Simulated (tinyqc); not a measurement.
Inside a calculation. Model: defect equilibria of an oxide against oxygen pressure (mass action). Computed by tinyqc, a small Python program that keeps every step. Command: `OMP_NUM_THREADS=1 python tinyqc.py 3025964 3025965 out.jsonl brouwer walk`. One thread of a shared host (Intel(R) Xeon(R) Processor @ 2.30GHz), about 0.01 s of CPU time with the checks. Intermediate numbers are printed to about 6 digits and carried at full precision; extremes and crossings named in words are read from the listed rows.

Defects: oxygen vacancies V (charge +2), electrons n, holes p, the ionic partner X = V_M'''' (charge -4). Activities are taken equal to concentrations.

Inputs (values chosen for the exercise, for a model oxide):

| quantity | value | unit |
|---|---|---|
| reduction enthalpy H_r | 4.9 | eV |
| prefactor K_r0 | 1.1e+70 | cm^-9 atm^(1/2) |
| gap E_g | 3.87 | eV |
| prefactor N_c N_v | 3e+41 | cm^-6 |
| disorder enthalpy H_s | 6.49 | eV |
| prefactor K_s0 | 4e+66 | cm^-9 |
| dopant density N_d | 0 | cm^-3 |
| temperature T | 800 | K |
| oxygen pressure P | 5e-20 | atm |
| electron mobility mu_n | 0.025 | cm^2/(V s) |
| hole mobility mu_p | 0.093 | cm^2/(V s) |
| vacancy diffusion prefactor D_0 | 0.17 | cm^2/s |
| vacancy migration energy E_m | 0.71 | eV |

Ionic disorder: Schottky, oxide MO2. Dopant (singly charged, fully ionised): none.

Constants: k_B = 8.617333262e-05 eV/K; e = 1.602176634e-19 C.

## Equilibrium constants

K_r = K_r0 exp(-H_r/k_B T) = [V] n^2 P^(1/2); K_i = N_c N_v exp(-E_g/k_B T) = n p; K_s = K_s0 exp(-H_s/k_B T) = [X] [V]^2.

K_r = 1.48851e+39 cm^-9 atm^(1/2)

K_i = 1.25082e+17 cm^-6

K_s = 5.21026e+25 cm^-9

## Trial electron densities

Neutrality: 2 [V] + p = n + 4 [X]. With n as the unknown, [V] = K_r/(n^2 P^(1/2)), p = K_i/n, [X] = K_s/[V]^2; the log ratio is ln(positive/negative).

Densities (cm^-3):

| n | [V] | p | [X] | log ratio |
|---|---|---|---|---|
| 1.00e+14 | 6.65681e+20 | 1.25082e+03 | 1.17578e-16 | 16.4043 |
| 1.00e+15 | 6.65681e+18 | 1.25082e+02 | 1.17578e-12 | 9.4965 |
| 1.00e+16 | 6.65681e+16 | 1.25082e+01 | 1.17578e-08 | 2.5888 |
| 1.00e+17 | 6.65681e+14 | 1.25082e+00 | 1.17578e-04 | -4.3190 |
| 1.00e+18 | 6.65681e+12 | 1.25082e-01 | 1.17578e+00 | -11.2267 |

## Solution at the given pressure

The root is found by 60 bisections in ln n between n = 1e-10 and 1e25 cm^-3.

n = 2.37009e+16 cm^-3

[V] = 1.18505e+16 cm^-3

p = 5.27751 cm^-3

[X] = 3.71013e-07 cm^-3

The largest terms give the Brouwer balance 2 [V] = n; the smaller of the two terms is 100 % of the total charge of one sign.

## Conductivities

sigma_n = e n mu_n, sigma_p = e p mu_p, sigma_ion = 2 e [V] mu_V with mu_V = 2 e D/(k_B T) and D = D_0 exp(-E_m/k_B T); only the oxygen vacancies carry ionic current, and the ionic transport number is sigma_ion over the total.

sigma_n = 9.49327e-05 S/cm

sigma_p = 7.86361e-20 S/cm

sigma_ion = 6.30505e-07 S/cm

total conductivity = 9.55632e-05 S/cm

ionic transport number = 0.00659778

The conductor is mainly n-type electronic here.

## Brouwer diagram

The slope is d log n / d log P from this row and the one above; the last column names the largest term on each side. Pressures that give more than 3e21 cm^-3 are left out.

Log10 of the densities in cm^-3:

| log10 P (atm) | n | [V] | p | [X] | slope of n | balance |
|---|---|---|---|---|---|---|
| -32 | 18.4913 | 18.1902 | -1.39407 | -10.6636 | - | 2 [V] = n |
| -28 | 17.8246 | 17.5236 | -0.72740 | -9.3303 | -0.166667 | 2 [V] = n |
| -24 | 17.1579 | 16.8569 | -0.06073 | -7.9969 | -0.166667 | 2 [V] = n |
| -20 | 16.4913 | 16.1902 | 0.60593 | -6.6636 | -0.166667 | 2 [V] = n |
| -16 | 15.8246 | 15.5236 | 1.27260 | -5.3303 | -0.166667 | 2 [V] = n |
| -12 | 15.1579 | 14.8569 | 1.93927 | -3.9969 | -0.166667 | 2 [V] = n |
| -8 | 14.4913 | 14.1902 | 2.60593 | -2.6636 | -0.166667 | 2 [V] = n |
| -4 | 13.8246 | 13.5236 | 3.27260 | -1.3303 | -0.166667 | 2 [V] = n |
| 0 | 13.1579 | 12.8569 | 3.93927 | 0.0031 | -0.166667 | 2 [V] = n |

Regimes: 2 [V] = n from log P = -32 to 0, where that balance predicts a slope of -1/6 and the table comes as close as -0.167.

## Conductivity against oxygen pressure

The formulas are those given above.

Log10 of the conductivities in S/cm:

| log10 P (atm) | n-type | p-type | ionic | total | ionic transport number |
|---|---|---|---|---|---|
| -28 | -2.57276 | -20.5542 | -4.75048 | -2.56988 | 0.00659778 |
| -24 | -3.23942 | -19.8875 | -5.41715 | -3.23655 | 0.00659778 |
| -20 | -3.90609 | -19.2209 | -6.08382 | -3.90321 | 0.00659778 |
| -16 | -4.57276 | -18.5542 | -6.75048 | -4.56988 | 0.00659778 |
| -12 | -5.23942 | -17.8875 | -7.41715 | -5.23655 | 0.00659778 |
| -8 | -5.90609 | -17.2209 | -8.08382 | -5.90321 | 0.00659778 |
| -4 | -6.57276 | -16.5542 | -8.75048 | -6.56988 | 0.00659778 |
| 0 | -7.23942 | -15.8875 | -9.41715 | -7.23655 | 0.00659778 |

The ionic transport number stays at or below about 0.0066: no electrolytic window. The total has no minimum inside this range.

Checks made by the program: the three mass-action laws (relative difference below 1e-10).
